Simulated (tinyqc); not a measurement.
What moves the results: strain-driven crossing of the Gamma and L valleys in a germanium-like crystal. A value that a table varies takes the place of the one given here.

Biaxial loads: e0 is the in-plane strain e_par and the normal is free. (001): e_perp = -2 (C12/C11) e_par; exx = eyy = e_par, ezz = e_perp, no shear. (111): e_perp = -(2 C11 + 4 C12 - 4 C44)/(C11 + 2 C12 + 4 C44) e_par; exx = eyy = ezz = (2 e_par + e_perp)/3 and exy = eyz = ezx = (e_perp - e_par)/3. (110): e_perp = -(C11 + 3 C12 - 2 C44)/(C11 + C12 + 2 C44) e_par; exx = eyy = (e_par + e_perp)/2, ezz = e_par, exy = (e_perp - e_par)/2, eyz = ezx = 0. Uniaxial loads: a stress along n, scaled so that n.e.n = e0, with exx = s11 sxx + s12 (syy + szz), exy = s44 sxy/2, s11 = (C11 + C12)/((C11 - C12)(C11 + 2 C12)), s12 = -C12/((C11 - C12)(C11 + 2 C12)), s44 = 1/C44.

Edges from the unstrained valence top: Gamma at Eg + ac tr(e); an L valley with unit axis u at EgL + aL tr(e) + XuL (u.e.u - tr(e)/3), u along [111], [1-1-1], [-11-1], [-1-11]; valence edges are the levels of the 6 x 6 matrix of X, Y, Z times spin with -Dso/3 + l exx + m (eyy + ezz) on the diagonal (cyclic), n exy off it, l = av + 2 b, m = av - b, n = sqrt(3) d. Spin-orbit term (Dso/3) L.sigma on X, Y, Z with (L_k)_ij = -i epsilon_kij: <X+|H|Y+> = -i Dso/3, <X+|H|Z-> = Dso/3, <Y+|H|Z-> = -i Dso/3, <Z+|H|X-> = -Dso/3, <Z+|H|Y-> = i Dso/3, <X-|H|Y-> = i Dso/3, and their conjugates; + and - are the spin along z.

Constants: kB = 8.617333262e-05 eV/K.

Values chosen for the exercise (near those of Ge, gaps at low temperature; the results hold for these values, not for the real material): Eg = 0.881 eV (gap at Gamma to the s-like level); EgL = 0.743 eV (gap to L); Dso = 0.291 eV (spin-orbit splitting); ac = -8.08 eV (conduction deformation potential); av = 1.24 eV (valence hydrostatic potential); b = -2.53 eV (tetragonal shear potential); d = -5.37 eV (trigonal shear potential); aL = -1.56 eV (hydrostatic potential of the L edge, Xd + Xu/3); XuL = 16.98 eV (uniaxial potential, L); C11 = 131 GPa; C12 = 48.9 GPa; C44 = 67.4 GPa; load = biaxial (110) (kind of strain); mG = 0.0424 m0 (mass at Gamma); mL = 0.534 m0 (density-of-states mass of the four L valleys together); T = 77 K (temperature); e0 = 0.0051 (size of the strain).

## Which strain makes the gap direct

For tension the difference Gamma minus lowest L is linear in e0; slope per 1 % and the e0 at which it vanishes (a dash: no crossing below 15 %), with the gap there.

Results:

| load | slope (meV per 1 %) | crossing e0 (%) | gap at the crossing (eV) |
|---|---|---|---|
| biaxial (001) | -81.7 | 1.69 | 0.581 |
| biaxial (110) | -18.5 | 7.46 | -0.757 |
| biaxial (111) | 50.1 | - | - |
| uniaxial [100] | -29.8 | 4.64 | 0.535 |
| uniaxial [111] | -0.8 | - | - |
| uniaxial [110] | 18.7 | - | - |

How do the results move?

The smallest strain is needed for biaxial (001) (1.69 %), then uniaxial [100] (4.64 %). No crossing below 15 % is found for biaxial (111), uniaxial [111] and uniaxial [110]: shear splits the L valleys and pulls the lowest down nearly as fast as, or faster than, Gamma. Loads without off-diagonal strain, (001) and [100], gain (ac - aL) tr(e) = -65 meV per 1 % of volume. Crossings beyond about 3 % are sensitive to second-order terms, left out here. For uniaxial [111] the slope is a near cancellation, so terms beyond this linear model decide. A gap at or below zero marks a crossing beyond the range of this linear model.

## Sweep of a biaxial (110) strain

The valence splitting is the distance of the top two edges. Share in Gamma = mG^(3/2)/(mG^(3/2) + (mL^(3/2)/4) sum_i exp(-(E_Li - E_Gamma)/kT)).

Results:

| e0 (%) | direct gap (eV) | indirect gap (eV) | Gamma - L (meV) | valence splitting (meV) | share in Gamma (%) |
|---|---|---|---|---|---|
| 0.00 | 0.881 | 0.743 | 138 | 0 | 2.08e-09 |
| 0.34 | 0.816 | 0.684 | 132 | 31 | 1.07e-08 |
| 0.69 | 0.746 | 0.621 | 125 | 65 | 2.84e-08 |
| 1.03 | 0.677 | 0.558 | 119 | 100 | 7.33e-08 |
| 1.37 | 0.606 | 0.493 | 113 | 137 | 1.89e-07 |
| 1.71 | 0.533 | 0.427 | 106 | 174 | 4.88e-07 |
| 2.06 | 0.458 | 0.358 | 100 | 214 | 1.29e-06 |
| 2.40 | 0.384 | 0.290 | 94 | 254 | 3.34e-06 |

What can be read from the table?

The gap stays indirect over the sweep. The direct gap goes from 0.881 to 0.384 eV; of that change -0.151 eV comes from the rise of the valence top through the shear terms and the rest from the volume. The share in Gamma goes from 2.08e-09 to 3.34e-06 %.

## What each parameter does

Direct gap, Gamma minus the lowest L edge and the valence splitting. Each row changes one parameter from the base and keeps the others.

Results:

| case | direct gap (eV) | Gamma - L (meV) | valence splitting (meV) |
|---|---|---|---|
| base | 0.7825 | 128.6 | 47.0 |
| b = -2.1505 eV | 0.7833 | 128.6 | 45.5 |
| e0 = 0.00434 | 0.7975 | 130.0 | 39.6 |
| aL = -1.326 eV | 0.7825 | 126.7 | 47.0 |
| C12 = 41.565 GPa | 0.7808 | 124.8 | 44.9 |
| d = -4.5645 eV | 0.7858 | 128.6 | 41.1 |
| C44 = 57.29 GPa | 0.7853 | 134.8 | 50.4 |
| Dso = 0.33465 eV | 0.7829 | 128.6 | 46.6 |

How do the results move?

The largest shifts from the base row, up to three for each result and ties (the steps differ in size, so this ranks the rows, not the parameters). direct gap (eV): e0 +0.0150, d +0.0033, C44 +0.0028; unchanged at the printed digits by aL. Gamma - L (meV): C44 +6.2, C12 -3.8, aL -1.8; unchanged at the printed digits by b, d and Dso. valence splitting (meV): e0 -7.4, d -5.9, C44 +3.4; unchanged at the printed digits by aL.

tinyqc: `OMP_NUM_THREADS=1 python tinyqc.py 1050240 1050241 out.jsonl`; about 0.01 s, one thread, shared Intel(R) Xeon(R) Processor @ 2.30GHz.
